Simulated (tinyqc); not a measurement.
Resistance of a source-drain extension with a graded tip: two steps of the calculation.

y runs along the channel, the gate covers y > 0. The doping is N0 for y < y0 and N0 10^(-(y - y0)/la) beyond, uniform over the depth xj. Sheet conductance s(y) = q mu(N) max(N - Nch, 0) xj + (for y > 0) ma Cox Vo, with mu(N) = u0 + (u1 - u0)/(1 + (N/Nr)^au) and Cox = eps0 eox/tox. Current is taken as one-dimensional; depletion of the tip, spreading and the contact are left out. The metallurgical junction lies at yj, where N = Nch.

Values chosen for this exercise; mobility law close to that of electrons in silicon:
```
symbol,value,unit,meaning
eox,3.9,,relative permittivity of the gate insulator (close to silicon dioxide)
tox,1.9,nm,insulator thickness
N0,7.5e19,cm^-3,active doping of the extension far from the gate
la,4.5,nm/decade,lateral abruptness
y0,1.2,nm,position under the gate where the fall begins (gate edge at 0)
xj,25,nm,depth of the extension
Nch,1.8e18,cm^-3,channel doping
Vo,0.33,V,gate overdrive
ma,220,cm^2/(V s),mobility of the gate-induced layer
u1,1414,cm^2/(V s),mobility at low doping
u0,68.5,cm^2/(V s),mobility at high doping
Nr,9.2e16,cm^-3,reference doping
au,0.711,,exponent
Lg,30,nm,gate length
```

Constants: q = 1.602176634e-19 C, eps0 = 8.8541878128e-14 F/cm where lengths are in cm. Results are converted to the units shown.

Question 1. Sheet resistances and junction position. yj = y0 + la log10(N0/Nch); sheet resistance of the full extension 1/[q mu(N0)(N0 - Nch) xj] and of the gate-induced layer 1/(ma Cox Vo); metallurgical length Lg - 2 yj; ye is where the doped and the gate-induced conductances are equal.

Find: yj; sheet resistance of the extension; sheet resistance of the induced layer; metallurgical length; ye; N at ye.

Answer 1.

yj = 8.489 nm
sheet resistance of the extension = 427.1 ohm/square
sheet resistance of the induced layer = 7579 ohm/square
metallurgical length = 13.02 nm
ye = 6.972 nm
N at ye = 3.912e18 cm^-3

The gate takes over 1.52 nm before the junction, where N is still 2.17 times the channel doping.

Question 2. Resistance of the overlapped part. Midpoint rule on 9 equal steps from 0 to yj: R_ov = sum h/s(y), per width.

Give: y; N; doped conductance; sheet resistance; R_ov.

Answer 2.

| point | y (nm) | N (cm^-3) | doped conductance (uS) | sheet resistance (ohm/square) |
|---|---|---|---|---|
| 0 | 0.47161 | 7.5000e19 | 2341.4 | 404.31 |
| 1 | 1.4148 | 6.7192e19 | 2115.6 | 444.92 |
| 2 | 2.3581 | 4.1468e19 | 1362.2 | 669.29 |
| 3 | 3.3013 | 2.5592e19 | 883.03 | 985.24 |
| 4 | 4.2445 | 1.5794e19 | 573.44 | 1417.7 |
| 5 | 5.1878 | 9.7475e18 | 368.17 | 1999.5 |
| 6 | 6.1310 | 6.0157e18 | 226.31 | 2791.3 |
| 7 | 7.0742 | 3.7126e18 | 121.84 | 3940.3 |
| 8 | 8.0174 | 2.2913e18 | 37.915 | 5887.2 |

R_ov = 17.487 ohm um

Computed by the program tinyqc: `OMP_NUM_THREADS=1 python tinyqc.py 2282269 2282270 out.jsonl`, one thread of a shared Intel Xeon 2.30GHz, about 0.04 s for the whole run.
